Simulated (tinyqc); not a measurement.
Cap thickness from the capacitance plateau.

Question. With only the buried channel on, 1/C = 1/Cox + (tc + zc)/(eps0 eps_r), Cox = eps0 eox/tox. Find tc and the oxide-equivalent thickness 3.9 eps0/C.

Inputs (values chosen for the exercise); band and dielectric values close to those of silicon:
```
symbol,value,unit,meaning
eps_r,11.9,,relative permittivity
eox,3.9,,relative permittivity of the gate insulator (close to silicon dioxide)
tox,1.6,nm,insulator thickness
zc,0.8,nm,depth of the hole centroid below the top of the SiGe
```

Constants: eps0 = 8.8541878128e-14 F/cm where lengths are in cm. Results are converted to the units shown.

plateau of C/Cox with only the buried channel on = 0.61162865

Answer. The cap and the centroid act as a second capacitor in series with the insulator.

tc = 2.300 nm
equivalent thickness = 2.616 nm

Program tinyqc, `OMP_NUM_THREADS=1 python tinyqc.py 2042123 2042124 out.jsonl`; Intel Xeon 2.30GHz, shared host, one thread, about 0.02 s.
